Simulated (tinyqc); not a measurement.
Ewald sum of point charges, rock salt lattice, step by step. Computed by tinyqc, a small Python program that keeps every step. Command: `OMP_NUM_THREADS=1 python tinyqc.py 30866 30867 out.jsonl` (the two numbers bound the seeds that draw the settings). One thread of a shared host (Intel(R) Xeon(R) Processor @ 2.60GHz), about 0.03 s of CPU time with the checks.

## Ewald sum with eta = 0.498 1/bohr

cell vectors (rows) (bohr):
```
,1,2,3
1,0.000000,3.065000,3.065000
2,3.065000,0.000000,3.065000
3,3.065000,3.065000,0.000000
```

Charges:
```
q,f1,f2,f3
1.000000,0.000000,0.000000,0.000000
-1.000000,0.500000,0.500000,0.500000
```

Real space: 1/2 sum q_i q_j erfc(eta r)/r over all images with r > 0; reciprocal space: (2 pi/V) sum_(G != 0) exp(-G^2/4 eta^2)/G^2 |S(G)|^2 with S(G) = sum q exp(i G.r); self term -eta/sqrt(pi) sum q^2; background -pi Q^2/(2 V eta^2), Q the total charge.

Real-space shells (first ones):
```
r (bohr),pairs,sum (hartree)
3.065000,12,-0.060451
4.334565,24,0.006278
5.308736,16,-0.000279
6.130000,12,0.000015
6.853548,48,-4.86e-06
7.507686,48,3.96e-07
8.669129,24,1.42e-09
9.195000,60,-3.08e-10
9.692381,48,2.16e-11
10.165455,48,0
10.617471,16,0
11.051015,48,0
```

Reciprocal shells (first ones that count):
```
G^2 (1/bohr^2),vectors,sum (hartree)
3.151810,8,0.046197
11.556637,24,0.000008
19.961464,24,9.57e-10
```

## The total does not depend on eta

The same sums for other eta.

Totals (hartree per cell):
```
eta,real,reciprocal,self,background,total
0.498000,-0.054440,0.046205,-0.561933,0.000000,-0.57016789
0.848000,-0.000464,0.387161,-0.956866,0.000000,-0.57016789
1.097000,-3.88e-06,0.667668,-1.237832,0.000000,-0.57016789
```

shortest distance = 3.065000 bohr

Madelung constant -E d / (formula units |q+ q-|) = 1.747565
